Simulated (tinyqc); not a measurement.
Inside a calculation. Method: CIS and TDHF on RHF in the 6-31g basis, for H3+, spin multiplicity 1. One step of it, computed by the program tinyqc.

Task: TDHF (RPA) triplet states. B(ia,jb) = - (ib|ja); the squared energies are the eigenvalues of (A - B)(A + B); 1 hartree = 27.211386 eV.

CIS matrix A, triplet (hartree), lower triangle:
```
          1>2       1>3       1>4       1>5       1>6
1>2  0.143649
1>3  0.000000  0.527886
1>4  0.000000  0.034131  1.079448
1>5  0.100532  0.000000  0.000000  1.210868
1>6  0.000000  0.138594  0.025125  0.000000  1.271637
```

Two-electron integrals over orbitals (pq|rs), unique and non-zero (hartree):
```
(11|11) 0.556476    (21|21) 0.120012    (22|11) 0.434187    (22|22) 0.437833
(31|11) 0.084596    (31|22) -0.007339   (31|31) 0.067409    (32|21) -0.088846
(32|32) 0.095407    (33|11) 0.395300    (33|22) 0.366205    (33|31) 0.019653
(33|33) 0.350447    (41|11) 0.076448    (41|22) 0.074903    (41|31) -0.000977
(41|33) 0.044528    (41|41) 0.053844    (42|21) 0.066958    (42|32) -0.043288
(42|42) 0.066407    (43|11) -0.034131   (43|22) -0.043143   (43|31) 0.007510
(43|33) -0.016634   (43|41) -0.014173   (43|43) 0.021825    (44|11) 0.440510
(44|22) 0.410132    (44|31) 0.018375    (44|33) 0.346316    (44|41) 0.067549
(44|43) -0.046247   (44|44) 0.417028    (51|21) -0.059071   (51|32) 0.034840
(51|42) -0.055679   (51|51) 0.047847    (52|11) -0.100532   (52|22) -0.102627
(52|31) 0.004446    (52|33) -0.049167   (52|41) -0.058415   (52|43) 0.033486
(52|44) -0.103490   (52|52) 0.082984    (53|21) 0.005737    (53|32) 0.011865
(53|42) 0.027253    (53|51) -0.021866   (53|53) 0.030192    (54|21) -0.131797
(54|32) 0.104218    (54|42) -0.086075   (54|51) 0.074352    (54|53) -0.011495
(54|54) 0.166251    (55|11) 0.405928    (55|22) 0.418178    (55|31) -0.013068
(55|33) 0.343697    (55|41) 0.080956    (55|43) -0.044973   (55|44) 0.407507
(55|52) -0.111777   (55|55) 0.423812    (61|11) -0.077451   (61|22) 0.012533
(61|31) -0.066893   (61|33) -0.034022   (61|41) -0.009380   (61|43) -0.023822
(61|44) 0.001025    (61|52) -0.016069   (61|55) 0.022727    (61|61) 0.099651
(62|21) 0.052021    (62|32) -0.031529   (62|42) 0.043575    (62|51) -0.037106
(62|53) 0.020343    (62|54) -0.064406   (62|62) 0.035969    (63|11) -0.138594
(63|22) -0.066187   (63|31) -0.051465   (63|33) -0.058972   (63|41) -0.041328
(63|43) 0.008167    (63|44) -0.078451   (63|52) 0.044100    (63|55) -0.059683
(63|61) 0.061495    (63|63) 0.081618    (64|11) -0.025125   (64|22) 0.042029
(64|31) -0.050314   (64|33) 0.003750    (64|41) 0.025918    (64|43) -0.017338
(64|44) 0.022849    (64|52) -0.037350   (64|55) 0.056035    (64|61) 0.055618
(64|63) 0.023661    (64|64) 0.060216    (65|21) -0.078443   (65|32) 0.069478
(65|42) -0.054996   (65|51) 0.046603    (65|53) -0.004084   (65|54) 0.101810
(65|62) -0.037047   (65|65) 0.067856    (66|11) 0.548113    (66|22) 0.401710
(66|31) 0.104478    (66|33) 0.395584    (66|41) 0.083807    (66|43) -0.015008
(66|44) 0.419420    (66|52) -0.085605   (66|55) 0.381265    (66|61) -0.130857
(66|63) -0.162971   (66|64) -0.051449   (66|66) 0.604174
```

Give: TDHF matrix B, triplet; squared energies w^2; TDHF energies from the positive w^2.

Result:

TDHF matrix B, triplet (hartree), lower triangle:
```
         1>2      1>3      1>4      1>5      1>6
1>2  -0.1200
1>3   0.0000  -0.0674
1>4   0.0000   0.0010  -0.0538
1>5   0.0591   0.0000   0.0000  -0.0478
1>6   0.0000   0.0669   0.0094   0.0000  -0.0997
```

squared energies w^2 (hartree^2): 0.0004  0.2404  1.1553  1.4829  1.6807

TDHF energies from the positive w^2 (eV): 0.5767  13.3425  29.2486  33.1368  35.2772
